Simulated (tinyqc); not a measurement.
Inside a calculation. Model: random telegraph noise from one oxide trap in a small MOSFET.

Program tinyqc, `OMP_NUM_THREADS=1 python tinyqc.py 2710082 2710083 out.jsonl`; Intel Xeon 2.30GHz, shared host, one thread, about 0.01 s. Printed values are rounded.

An acceptor-like trap exchanges electrons with the channel. Inversion charge Q = Cox u, u = n Vt W0(exp((Vg - VT)/(n Vt))), W0 the Lambert function, n = nf, Cox = eps0 eox/tox; linear regime Id = (W/L) mu Q Vd. Relative to threshold the surface potential rises by Vt ln(u/u0) and the oxide voltage by the rest of Vg - VT, with u0 = n Vt W0(1).

Values chosen for this exercise; values of the order met in silicon transistors:

| symbol | value | unit | meaning |
|---|---|---|---|
| T | 300 | K | temperature |
| eox | 3.9 |  | relative permittivity of the gate insulator (close to silicon dioxide) |
| tox | 1.5 | nm | insulator thickness |
| xt | 0.14 | nm | depth of the trap from the channel interface |
| E0 | 0.16 | eV | trap level above the channel Fermi level at threshold |
| s0 | 5e-15 | cm^2 | capture prefactor |
| EB | 0.25 | eV | capture barrier (lattice relaxation) |
| lt | 0.15 | nm | tunnelling decay length |
| vth | 1.8e7 | cm/s | thermal velocity |
| zi | 1.8 | nm | thickness of the inversion layer |
| VT | 0.26 | V | threshold voltage |
| nf | 1.18 |  | body factor |
| W | 69 | nm | gate width |
| L | 160 | nm | gate length |
| mu | 250 | cm^2/(V s) | mobility |
| asc | 1.4e-15 | V s | scattering coefficient of the charged trap |
| Vd | 0.05 | V | drain voltage |
| Vg | 1.02 | V | gate voltage |

Constants: q = 1.602176634e-19 C, kB = 1.380649e-23 J/K, Vt = kB T/q, eps0 = 8.8541878128e-14 F/cm where lengths are in cm. Results are converted to the units shown.

Range of the model: VT is taken as given; short-channel effects and the uneven flow of current among few electrons are left out.

## Trap level, time constants and occupancy

N = Cox u/q; dpsi = Vt ln(u/u0); E = E0 - dpsi - (xt/tox)(Vg - VT - dpsi); capture time tc = 1/[(N/zi) vth s0 exp(-xt/lt - EB/Vt)]; emission time te = tc exp(-E/Vt); occupancy te/(tc + te).

u = 0.6659428 V
N = 9.568604e12 cm^-2
dpsi = 0.09437129 V
E = 0.003503360 eV
tc = 8.420504e-9 s
te = 7.353333e-9 s
occupancy = 0.4661728

The trap lies 0.14 Vt above the Fermi level, so it is empty most of the time.

## Step height

A = W L; threshold step dV = q (1 - xt/tox)/(Cox A); gm/Id = 1/(u + n Vt); relative step dI/I = (gm/Id) dV + asc mu/A. Id as defined.

electrons in the channel N A = 1056.374
dV = 0.5715667 mV
gm/Id = 1.435857 1/V
number part of dI/I = 0.08206880 %
dI/I = 0.3990978 %
Id = 8.264149 uA
dI = 32.98203 nA

## Lorentzian spectrum

Spectrum S(f) = 4 dI^2/{(tc + te)[(1/tc + 1/te)^2 + (2 pi f)^2]}; corner fc = (1/tc + 1/te)/(2 pi); variance dI^2 tc te/(tc + te)^2. Give S at f = 0, at fc and at 10 fc.

fc = 4.054480e7 Hz
S(0) = 4.250573e-24 A^2/Hz
S(fc) = 2.125286e-24 A^2/Hz
S(10 fc) = 4.208488e-26 A^2/Hz
rms current = 16.45323 nA

The rms value is 0.499 of the step; it reaches its largest share, 1/2, when tc = te.
